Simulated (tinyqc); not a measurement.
# Abrupt p-n junction, non-linear Poisson equation by Newton steps: capacitance and field against bias

One dimension, p side on the left, n side on the right; net doping C = -Na for x < 0 and +Nd for x > 0. The potential psi is counted from the intrinsic level, and the quasi-Fermi potentials are flat: 0 for holes and -V for electrons, so n = ni exp((psi + V)/Vt) and p = ni exp(-psi/Vt) (Boltzmann statistics, full ionisation, no current).

The Poisson equation d/dx(eps0 eps_r dpsi/dx) = -q (p - n + C) is solved on a mesh of more than 1000 nodes that ends in neutral material (psi_p = -Vt ln(Na/ni), psi_n = Vt ln(Nd/ni) - V). C_j = q d/dV of the integral of p over x, from the linearised equation. ni = sqrt(Nc Nv) exp(-Eg/(2 Vt)), Eg in volts. Depletion approximation: Vbi = Vt ln(Na Nd/ni^2), W = sqrt(2 eps0 eps_r (Vbi - V)(1/Na + 1/Nd)/q), xp = W Nd/(Na + Nd), xn = W Na/(Na + Nd), peak field 2 (Vbi - V)/W, capacitance eps0 eps_r/W. The last column applies it to an abrupt Na-Nd junction.

Parameters, values chosen for the exercise; band and dielectric values close to those of gallium phosphide: temperature T = 325 K; band gap Eg = 2.22 eV; relative permittivity eps_r = 11.2; conduction-band density of states at T Nc = 1.98e19 cm^-3; valence-band density of states at T Nv = 2.16e19 cm^-3; acceptor density of the p side Na = 2e18 cm^-3; donor density of the n side Nd = 5.6e17 cm^-3.

Constants: q = 1.602176634e-19 C, kB = 1.380649e-23 J/K, Vt = kB T/q, eps0 = 8.8541878128e-14 F/cm where lengths are in cm. Results are converted to the units shown.

Results:

| V (V) | peak \|E\| (kV/cm) | C_j (nF/cm^2) | 1/C_j^2 (cm^4/uF^2) | eps0 eps_r/C_j (nm) | abrupt depletion C (nF/cm^2) |
|---|---|---|---|---|---|
| 0 | 531.4 | 131.9 | 57.47 | 75.18 | 130.1 |
| -1.67 | 720.0 | 97.35 | 105.5 | 101.9 | 96.61 |
| -5 | 994.6 | 70.48 | 201.3 | 140.7 | 70.20 |
| -6.67 | 1107 | 63.32 | 249.4 | 156.6 | 63.12 |
| -8.33 | 1208 | 58.01 | 297.1 | 170.9 | 57.85 |
| -10 | 1302 | 53.82 | 345.2 | 184.2 | 53.70 |

Estimate the missing row, V = -3.33 V.

Computed row:

| V (V) | peak \|E\| (kV/cm) | C_j (nF/cm^2) | 1/C_j^2 (cm^4/uF^2) | eps0 eps_r/C_j (nm) | abrupt depletion C (nF/cm^2) |
|---|---|---|---|---|---|
| -3.33 | 867.8 | 80.77 | 153.3 | 122.8 | 80.35 |

With this row back in the table: With V going from 0 to -10 V, C_j falls from 132 to 53.8 nF/cm^2 and the peak field rises from 531 to 1300 kV/cm. The slope of 1/C_j^2, read as N = 2/(q eps0 eps_r |slope|), gives 4.37e17 cm^-3 between the first two rows and 4.37e17 cm^-3 between the last two, against Na Nd/(Na + Nd) = 4.38e17 cm^-3; the slopes of all rows agree within 0.01 %, as for uniform doping at both edges. At the end C_j goes as (Vbi - V)^(-0.50) with Vbi = 2.05 V, and it is 0.23 % above the abrupt depletion formula (at the first row 1.4 % above it).

Numbers from tinyqc (`OMP_NUM_THREADS=1 python tinyqc.py 2000097 2000098 out.jsonl`; about 0.02 s on one thread of a shared Intel Xeon 2.30GHz).
